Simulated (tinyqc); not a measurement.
Deep-level transient spectroscopy: one step of the calculation.

Schottky contact on an n-type layer with shallow donors Nd (all ionised) and a donor-like deep trap, neutral when filled and positive when empty; depletion approximation. Traps within lam of the depletion edge stay filled. A long pulse to Vp fills the traps beyond x1 = Wp - lam; back at Vr those between x1 and x2 = Wr - lam emit. A rate window reads S = C(t2) - C(t1).

Question. The transient. W(t)^2 = Wr^2 + (Nt/Nd)(x2^2 - x1^2) exp(-en t), C = eps0 eps_r/W; for small Nt, dC/C = -(Nt/2 Nd) G exp(-en t) with G = (x2^2 - x1^2)/Wr^2. S = C(t2) - C(t1).

Parameters, values chosen for the exercise; material values close to those of 4H silicon carbide: relative permittivity eps_r = 9.74; shallow donor density Nd = 2.2e15 cm^-3; trap density Nt = 1e14 cm^-3; first sampling time t1 = 0.1 ms; second sampling time t2 = 0.4 ms.

Constants: eps0 = 8.8541878128e-14 F/cm where lengths are in cm. Results are converted to the units shown.

```
sample,t (ms)
0,0
1,0.05
2,0.1
3,0.25
4,0.4
5,0.8
6,2
```

en = 13189.826 1/s
Wr = 2213.2446 nm
G = (x2^2 - x1^2)/Wr^2 = 0.68341184

Wanted: C; C - C(final); S.

Answer.

```
sample,C (nF/cm^2),C - C(final) (pF/cm^2)
0,3.837,-59.15
1,3.866,-30.92
2,3.880,-16.08
3,3.894,-2.24
4,3.896,-0.31
5,3.897,0.00
6,3.897,0.00
```

S = 15.77 pF/cm^2

Program tinyqc, `OMP_NUM_THREADS=1 python tinyqc.py 2050093 2050094 out.jsonl`; Intel Xeon 2.30GHz, shared host, one thread, about 0.01 s.
